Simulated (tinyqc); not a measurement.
## One rectangular barrier with mass mismatch, transfer matrices: effect of the barrier mass and of the matching rule

One electron of energy E comes from the left lead (band edge 0); no transverse momentum. Parabolic bands, masses in units of m0, C = hbar^2/(2 m0); psi and psi'/m are continuous at every interface. The right lead equals the left one.

For the pair (psi, psi'/m) a flat layer has M = [[cos kd, (m/k) sin kd], [-(k/m) sin kd, cos kd]] with k = sqrt(m (E - U)/C) above its edge U, and M = [[cosh Kd, (m/K) sinh Kd], [(K/m) sinh Kd, cosh Kd]] with K = sqrt(m (U - E)/C) below it. The matrices are multiplied with later layers to the left. With M acting on (psi, psi'/m) and v = k/m in each lead, T(E) = 4 vL vR/[(vL vR M12 - M21)^2 + (vR M11 + vL M22)^2]. The second column matches psi and psi' without the mass (every m outside k and K set to 1), which is not the envelope-function rule when the masses differ.

Values chosen for this exercise; masses and offsets close to those of InGaAs wells and InAlAs barriers: mass in the left lead mL = 0.041 m0; barrier height U1 = 0.52 eV; barrier width d1 = 1.8 nm; electron energy E = 0.462 eV.

Constants: q = 1.602176634e-19 C, hbar = 1.054571817e-34 J s, m0 = 9.1093837015e-31 kg, hbar^2/(2 m0) = 0.0380998212 eV nm^2. Results are converted to the units shown.

Effect of the barrier mass and of the matching rule:
```
m1 (m0),"T(E), psi'/m matched","T(E), psi' matched",ratio
0.025,0.8151,0.6728,0.8255
0.032,0.7417,0.6616,0.8920
0.04,0.6573,0.6487,0.9868
0.051,0.5492,0.6309,1.149
0.064,0.4403,0.6100,1.386
0.081,0.3303,0.5830,1.765
0.1,0.2431,0.5532,2.276
0.13,0.1564,0.5075,3.245
0.16,0.1059,0.4640,4.382
```

What does the table show?

With psi'/m matched, T(E) falls from 0.815 to 0.106. The other rule gives 0.825 times that in the first row and 4.38 times in the last; the two rules coincide at m1 = mL = 0.041.

Range of the model: Masses are held fixed, although real bands cease to be parabolic a few tenths of an eV from their edges (inside a barrier too).

tinyqc, about 0.01 s, one thread, Intel Xeon 2.30GHz (shared host): `OMP_NUM_THREADS=1 python tinyqc.py 2560007 2560008 out.jsonl`
